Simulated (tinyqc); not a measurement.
Spectrum around the optical phonon: single-oscillator infrared dielectric function of a polar cubic crystal. Computed by tinyqc, a small Python program. Command: `OMP_NUM_THREADS=1 python tinyqc.py 3019864 3019865 out.jsonl infrared walk`. One thread of a shared host (Intel(R) Xeon(R) Processor @ 2.30GHz), about 0.01 s of CPU time with the checks.

One ion pair, charges +Z* and -Z*, in a cell of volume Omega = a^3/4. Frequencies omega are given as wavenumbers (1/cm); eps_s is the static dielectric constant.

Inputs (values chosen for the exercise, modelled on cadmium telluride):
```
quantity               value      unit
lattice constant a      6.48  angstrom
mass M_A              112.41         u
mass M_B               127.6         u
omega_TO                 139      1/cm
Born charge Z*          2.34         e
eps_inf                 7.22         -
phonon damping gamma     4.7      1/cm
```

Structure: zinc blende. Free carriers: absent.

Constants: nu for 1 eV/(angstrom^2 u) = 15.6333042 THz; 1 THz = 33.35640952 1/cm; e^2/(4 pi eps_0) = 14.39964548 eV angstrom.

Method:
- mu = M_A M_B/(M_A + M_B); ionic plasma term W^2 = 4 pi Z*^2 (e^2/(4 pi eps_0))/(Omega mu) in eV/(angstrom^2 u), turned into 1/cm by W = 15.6333042 x 33.35640952 x sqrt(W^2); omega_LO^2 = omega_TO^2 + W^2/eps_inf; eps_s = eps_inf + W^2/omega_TO^2; Szigeti charge 3 Z*/(eps_inf + 2); longitudinal (Callen) charge Z*/eps_inf.
- eps(omega) = eps_inf + W^2/(omega_TO^2 - omega^2 - i gamma omega); n + i k = sqrt(eps) with k >= 0; R = |(n + i k - 1)/(n + i k + 1)|^2 at normal incidence from vacuum.
- The loss function is Im(-1/eps).

omega_LO = 168.821 1/cm

W = 257.443 1/cm

Spectrum:
```
omega (1/cm)    Re eps     Im eps         R  Im(-1/eps)
69.5            11.791    0.10305   0.30133  7.4110e-04
118             19.372     1.2487   0.39716   0.0033138
135             52.512     26.221   0.60022   0.0076111
139               7.22     101.45   0.74870   0.0098075
146            -22.487     10.218   0.84868    0.016749
154            -7.4619     2.4179   0.82012    0.039299
163            -1.8231    0.95584   0.63355     0.22557
169           0.099791    0.61208   0.14900      1.5915
172            0.80197    0.50554  0.020214     0.56250
179             2.0322    0.34312  0.033737    0.080776
194             3.6102    0.17971  0.096649    0.013754
253             5.7379   0.039436   0.16890   0.0011977
422             6.8026  0.0052144   0.19865  1.1268e-04
```

What does the comparison show, and why?

R peaks among these rows at 146 per cm with 0.85 and is lowest, 0.020, at 172; far above omega_LO it tends to ((sqrt(eps_inf) - 1)/(sqrt(eps_inf) + 1))^2 = 0.209. Im eps is largest at 139 and the loss function at 169: absorption marks the TO mode and the loss function the LO mode. Re eps is negative in some rows, where R averages 0.77.

Extremes, crossings and ranges named in words are read from the listed rows.
